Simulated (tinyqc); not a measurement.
Anisotropic wet etching of Si(100): plane rates, V-grooves, membranes and undercut: one step, computed by the program tinyqc. Command: `OMP_NUM_THREADS=1 python tinyqc.py 3003126 3003127 out.jsonl wetetch walk`. One thread of a shared host (Intel(R) Xeon(R) Processor @ 2.30GHz), about 0.01 s of CPU time with the checks.

A long slot opens the mask on a (100) wafer. The floor etches at R100; (111) walls stand at theta = arctan(sqrt2) = 54.7356 degrees to the surface and recede at R111 along their normal.

Question. Designing a membrane from the back side. Etch depth d - membrane, time = depth/R100; for a membrane as wide as w the opening must be w + sqrt2 depth - 2 u time; oxide mask consumed R_ox x time; a 1 K error changes the depth by the fraction E/(k_B T^2); a convex mask corner, such as that of a mesa, would retreat by c x depth.

Inputs (values chosen for the exercise, close to those used for potassium hydroxide solutions): activation energy of (100), E = 0.591 eV; corner undercut rate over (100) rate, c = 2.7; bath temperature T = 45 C; width w (mask opening along <110>, or membrane width in the design step) = 15 um; wafer thickness d = 300 um; membrane thickness wanted = 28 um.

R100 = 0.2172730 um/min

lateral rate u = 0.009045240 um/min

R_ox = 6.539184e-04 um/min

Constants: k_B = 8.617333262e-05 eV/K.

Give: time to reach the membrane; opening needed; oxide consumed; depth error per kelvin; retreat of a convex corner.

Answer.

time to reach the membrane = 1252 min

opening needed = 377.0 um

oxide consumed = 818.6 nm

depth error per kelvin = 18.43 um

retreat of a convex corner = 734.4 um

The error per kelvin is 66 % of the membrane, so a timed etch cannot hold it and an etch stop is needed. A corner retreat larger than the depth shows why mesas need compensation structures. Caution: the remaining silicon is too narrow for its thickness to act as a membrane. Caution: rates also depend on concentration, doping, additives and stirring, all held fixed here.
